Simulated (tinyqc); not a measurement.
Inside a calculation. Method: lattice vibrations of a chain. One step of it, computed by the program tinyqc.

Problem. Dynamical matrix at q = 0.07. q is in units of 2 pi/a. A spring k from atom i to atom j, n cells on, adds k to Phi_ii and Phi_jj, -k exp(2 pi i q n) to Phi_ij and the conjugate to Phi_ji (for one atom a cell: 2k (1 - cos 2 pi q n)); D_ij = Phi_ij / sqrt(m_i m_j).

A chain moving along its axis:
```
atom,mass (u),spring to the next atom (eV/angstrom^2)
1,16.000000,22.000000
2,29.700000,25.100000
```

Give: D(q).

Solution.

D(q) (eV/(angstrom^2 u)):
```
,1,2
1,2.944,-2.051+0.490i
2,-2.051-0.490i,1.586
```
